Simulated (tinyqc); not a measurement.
# Off-state leakage of single and stacked transistors: subthreshold current against the height of the stack

n-channel devices of unit width. Subthreshold current I(Vg, Vs, Vd) = I0 (T/300 K)^0.5 exp[(Vg - Vs - VT(T) - gb (Vs - Vb) + dd (Vd - Vs))/(nf Vt)] (1 - exp(-(Vd - Vs)/Vt)), VT(T) = VT - cT (T - 300 K). Gate-edge tunnelling Ig (Vd/1 V) exp(ag (Vd - 1 V)), for a gate at 0 V, and band-to-band leakage Ab u exp(-Bb/u), u = Vd - Vb + 1 V, flow at a drain held at V; both are taken as independent of T. In a stack of off transistors (all gates at 0 V) the same subthreshold current passes through each.

All n gates at 0 V, bottom source at 0 V, top drain at V; node voltages follow from equal currents.

Parameters, values chosen for the exercise; values of the order met in bulk silicon logic transistors: temperature T = 300 K; supply voltage V = 0.8 V; threshold at 300 K, zero drain and body bias VT = 0.36 V; fall of the threshold with temperature cT = 0.6 mV/K; current at threshold at 300 K I0 = 0.57 uA/um; slope factor nf = 1.42; drain-induced lowering per volt dd = 0.14; rise of the threshold per volt of source-body bias gb = 0.23; body voltage Vb = -0.3 V.

Constants: q = 1.602176634e-19 C, kB = 1.380649e-23 J/K, Vt = kB T/q. Results are converted to the units shown.

Subthreshold current against the height of the stack:

| n | I (nA/um) | reduction factor | drain voltage of the bottom device (mV) | source voltage of the top device (mV) | voltage across the top device (V) |
|---|---|---|---|---|---|
| 1 | 0.10130 | 1.0000 | 800.00 | 0 | 0.80000 |
| 2 | 0.0060483 | 16.749 | 75.518 | 75.518 | 0.72448 |
| 3 | 0.0029235 | 34.651 | 21.356 | 94.999 | 0.70500 |
| 4 | 0.0019202 | 52.756 | 12.444 | 106.26 | 0.69374 |
| 5 | 0.0014282 | 70.931 | 8.7869 | 114.19 | 0.68581 |
| 6 | 0.0011364 | 89.141 | 6.7917 | 120.32 | 0.67968 |

Read the table: what changes, and by how much?

The second transistor cuts the current by a factor of 16.7, the third by a further 2.07 and the sixth by 1.26. The top device keeps 85.0 % of the supply at n = 6, while the drain voltage of the bottom one falls to 0.263 Vt.

Computed by the program tinyqc: `OMP_NUM_THREADS=1 python tinyqc.py 2242181 2242182 out.jsonl`, one thread of a shared Intel Xeon 2.30GHz, about 0.03 s for the whole run.
